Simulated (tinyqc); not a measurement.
# Frequency dispersion of an accumulation capacitance by border traps, distributed model, step by step

Computed by the program tinyqc: `OMP_NUM_THREADS=1 python tinyqc.py 2202161 2202162 out.jsonl`, one thread of a shared Intel Xeon 2.30GHz, about 0.7 s for the whole run. Printed values are rounded.

Traps spread evenly through the insulator exchange electrons with the semiconductor by tunnelling, with tau(x) = t0 exp(2 ka x) at depth x from the interface. The admittance per area Y seen at depth x obeys dY/dx = -Y^2/(i w eps0 eox) + q Nb ln(1 + i w tau)/tau, with Y(0) = i w Cs and w = 2 pi f; the gate sees Y(tox) = G + i w C. Working variable y = Y/(i w), in uF/cm^2. Cox = eps0 eox/tox.

Inputs (values chosen for the exercise); permittivity close to that of silicon dioxide:
- eox = 3.74 (relative permittivity of the insulator)
- tox = 11 nm (insulator thickness)
- Cs = 2.1 uF/cm^2 (semiconductor capacitance in accumulation)
- Nb = 9.1e19 cm^-3 eV^-1 (density of border traps)
- ka = 4.2 1/nm (decay constant of the wave function in the insulator)
- t0 = 7e-10 s (time constant of a trap at the interface)
- f = 1e5 Hz (frequency)
- xe = 1.5 nm (depth down to which the steps are taken)

Constants: q = 1.602176634e-19 C, eps0 = 8.8541878128e-14 F/cm where lengths are in cm. Results are converted to the units shown.

## Scales and lumped estimate

Cox; trap-free value 1/(1/Cox + 1/Cs); response depth d = ln(1/(w t0))/(2 ka), where w tau = 1; lumped estimate: all traps within d act as C_bt = q Nb d placed at d/2, so C = 1/{1/[1/(1/Cs + d/(2 eps0 eox)) + C_bt] + (tox - d/2)/(eps0 eox)}.

Cox = 0.3010424 uF/cm^2
trap-free C = 0.2632977 uF/cm^2
d = 0.9201355 nm
C_bt = 1.341540 uF/cm^2
lumped C = 0.2841011 uF/cm^2

The traps within reach amount to 0.639 Cs and lie in the first 8.36 % of the insulator.

## Midpoint steps through the active depth

In terms of y: dy/dx = -y^2/(eps0 eox) + s(x), s = q Nb ln(1 + z)/z, z = i w tau. 11 midpoint steps of h = xe/11: y_half = y + (h/2) y'(x, y), y(new) = y + h y'(x + h/2, y_half).

```
point,x (nm),s (uF/(cm^2 nm)),y (uF/cm^2)
0,0,1.457981-0.000321i,2.100000+0.000000i
1,0.1363636,1.457980-0.001008i,2.115723-0.000074i
2,0.2727273,1.457972-0.003169i,2.128944-0.000294i
3,0.4090909,1.457890-0.009962i,2.140046-0.000975i
4,0.5454545,1.457085-0.031294i,2.149330-0.003106i
5,0.6818182,1.449208-0.097587i,2.156781-0.009777i
6,0.8181818,1.378741-0.284632i,2.159837-0.030160i
7,0.9545455,1.013318-0.558772i,2.138601-0.081126i
8,1.090909,0.464369-0.507849i,2.053502-0.140883i
9,1.227273,0.165189-0.285355i,1.928486-0.167811i
10,1.363636,0.054354-0.130929i,1.799676-0.167908i
11,1.5,0.017473-0.054447i,1.680714-0.156003i
```

## Capacitance and conductance at the gate

y at xe = 1.680714-0.156003i uF/cm^2

Beyond xe the traps are ignored, so 1/y(tox) = 1/y(xe) + (tox - xe)/(eps0 eox); C = Re y, G/w = -Im y, loss tangent G/(w C).

y at the gate = 0.2890516-0.0045759i uF/cm^2
C = 0.2890516 uF/cm^2
G/w = 0.004575943 uF/cm^2
loss tangent = 0.01583089

A fine integration over the whole insulator gives C = 0.28924 and G/w = 0.004831 uF/cm^2; the coarse G/w is 5.3 % below that. The fine C is 9.9 % above the trap-free value, and the lumped estimate is 1.8 % below the fine result.
